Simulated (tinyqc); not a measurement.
## Gain factor and gap resistance from two string resistances

Question. At small bit-line voltage each of the 48 cells has the resistance 1/(K x) at overdrive x (no mobility reduction) in series with a gap resistance Rg. Find K, Rg and the share of the gaps at the higher overdrive.

resistance of a string of 48 equal cells at overdrives of 3.4 and 7.5 V (kohm): 5207.5803  3121.7297

Solution. The resistance per cell is a straight line in 1/x with slope 1/K and intercept Rg.

K = 3.70 uA/V^2
Rg = 29.0 kohm
share of the gaps = 44.6 %

Program tinyqc, `OMP_NUM_THREADS=1 python tinyqc.py 2142228 2142229 out.jsonl`; Intel Xeon 2.30GHz, shared host, one thread, about 0.7 s.
